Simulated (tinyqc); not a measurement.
Inputs raised by 5 %, one at a time: oxide trap near a transistor channel: two-state multiphonon kinetics, telegraph noise and bias instability. Computed by tinyqc, a small Python program. Command: `OMP_NUM_THREADS=1 python tinyqc.py 3001153 3001154 out.jsonl oxidetrap sens`. One thread of a shared host (Intel(R) Xeon(R) Processor @ 2.30GHz), about 0.01 s of CPU time with the checks.

An n-channel device under positive gate bias. The trap is empty (state 1) or holds an electron (state 2); both states are parabolas of equal curvature, and the electron reservoir is taken at the Fermi level of the channel.

Inputs (values chosen for the exercise, with an insulator like HfO2 on silicon):

| quantity | value | unit |
|---|---|---|
| insulator constant eps_ox | 20.7 | - |
| insulator thickness t_ox | 4.4 | nm |
| trap depth x from the interface | 1.5 | nm |
| tunnel barrier phi_b | 1.49 | eV |
| tunnelling mass m_ox | 0.19 | m_0 |
| trap level above E_F at zero field E_t | 0.46 | eV |
| relaxation energy E_R | 2 | eV |
| oxide field F | 2.3 | MV/cm |
| attempt rate k_0 at the interface | 1e+12 | 1/s |
| temperature T | 450 | K |
| channel width W | 34 | nm |
| channel length L | 180 | nm |
| frequency f | 10000 | Hz |
| stress time t_s | 7000 | s |
| trap density N_t | 3.2e+18 | cm^-3 eV^-1 |
| mean capture barrier mu_c | 1.2 | eV |
| spread of the barriers s_c | 0.32 | eV |
| saturation shift dV_max | 160 | mV |

Parts treated: one trap and an ensemble.

Constants: hbar^2/(2 m_0) = 3.80998212 eV angstrom^2; k_B = 8.617333262e-05 eV/K; e = 1.602176634e-19 C; eps_0 = 8.8541878128e-12 F/m.

Method:
- kappa = sqrt(2 m_ox phi_b)/hbar = sqrt(m_ox phi_b/(hbar^2/2m_0)); attenuation length lambda = 1/(2 kappa); factor exp(-x/lambda) for a rectangular barrier.
- E_21 = E_t - e F x is the energy of state 2 over state 1; barriers E_c = (E_R + E_21)^2/(4 E_R), E_e = E_c - E_21; tau_c = exp(E_c/k_B T)/(k_0 P), tau_e = exp(E_e/k_B T)/(k_0 P), P the tunnelling factor; occupation f_2 = tau_e/(tau_c + tau_e); 1/tau_0 = 1/tau_c + 1/tau_e.
- Charge-sheet step dV = e (t_ox - x)/(eps_ox eps_0 W L); Lorentzian spectrum S(f) = 4 dV^2 tau_0^2/((tau_c + tau_e)(1 + (2 pi f tau_0)^2)); corner 1/(2 pi tau_0); variance dV^2 f_2 (1 - f_2) = dV^2 tau_0/(tau_c + tau_e).
- McWhorter number fluctuations for traps uniform in depth and energy: S_V = e^2 k_B T N_t lambda/(W L C_ox^2 f), C_ox = eps_ox eps_0/t_ox. The number of traps within k_B T in energy and one decade in time is N_t k_B T lambda ln(10) W L.
- For a normal spread of capture barriers (given for the stress field, with depth and field not resolved, k_0 being taken as the effective rate of the ensemble), traps with barrier below k_B T ln(k_0 t) are filled: dV(t) = (dV_max/2) erfc((mu_c - k_B T ln(k_0 t))/(sqrt(2) s_c)); local exponent n = d ln dV/d ln t (central difference, factor 1.01 in t).

Runs:

| input moved | from | to | threshold step dV (mV) | corner frequency (Hz) | shift after t_s (mV) | 1/f noise S_V(f) (V^2/Hz) |
|---|---|---|---|---|---|---|
| base run | - | - | 0.4142 | 498.7 | 119.8 | 5.502e-12 |
| trap depth x from the interface (nm) | 1.5 | 1.575 | 0.4035 | 275.8 | 119.8 | 5.502e-12 |
| oxide field F (MV/cm) | 2.3 | 2.415 | 0.4142 | 415.1 | 119.8 | 5.502e-12 |
| temperature T (K) | 450 | 472.5 | 0.4142 | 866.8 | 130.2 | 5.777e-12 |
| tunnel barrier phi_b (eV) | 1.49 | 1.5645 | 0.4142 | 407.5 | 119.8 | 5.370e-12 |
| spread of the barriers s_c (eV) | 0.32 | 0.336 | 0.4142 | 498.7 | 118.2 | 5.502e-12 |
| stress time t_s (s) | 7000 | 7350 | 0.4142 | 498.7 | 120.1 | 5.502e-12 |
| trap density N_t (cm^-3 eV^-1) | 3.2e+18 | 3.36e+18 | 0.4142 | 498.7 | 119.8 | 5.777e-12 |

Exponents ln(y'/y) / ln(x'/x):

| input | threshold step dV | corner frequency | shift after t_s | 1/f noise S_V(f) |
|---|---|---|---|---|
| trap depth x from the interface | -0.537 | -12.142 | 0.000 | 0.0 |
| oxide field F | 0.000 | -3.761 | 0.000 | 0.0 |
| temperature T | 0.000 | 11.331 | 1.704 | 1.0 |
| tunnel barrier phi_b | 0.000 | -4.139 | 0.000 | -0.5 |
| spread of the barriers s_c | 0.000 | 0.000 | -0.283 | 0.0 |
| stress time t_s | 0.000 | 0.000 | 0.051 | 0.0 |
| trap density N_t | 0.000 | 0.000 | 0.000 | 1.0 |

To which inputs is each result most sensitive?

Among the inputs moved here: threshold step dV answers most in size to trap depth x from the interface (exponent -0.537); its exponent is below 0.0005 for oxide field F, temperature T, tunnel barrier phi_b, spread of the barriers s_c, stress time t_s, trap density N_t. Corner frequency answers most in size to trap depth x from the interface (exponent -12.142), next to temperature T (+11.331); its exponent is below 0.0005 for spread of the barriers s_c, stress time t_s, trap density N_t. Shift after t_s answers most in size to temperature T (exponent +1.704), next to spread of the barriers s_c (-0.283); its exponent is below 0.0005 for trap depth x from the interface, oxide field F, tunnel barrier phi_b, trap density N_t. 1/f noise S_V(f) answers most in size to temperature T (exponent +1.000), and about equally to trap density N_t (+1.000); its exponent is below 0.0005 for trap depth x from the interface, oxide field F, spread of the barriers s_c, stress time t_s. Its exponent +1.000 in temperature T: traps within k_B T of E_F fluctuate. Its exponent +1.000 in trap density N_t: independent traps add in power.

Caution (all rows): N_t k_B T lambda ln(10) W L, the number of active traps per decade, is below one, so S_V is only the mean over many devices.
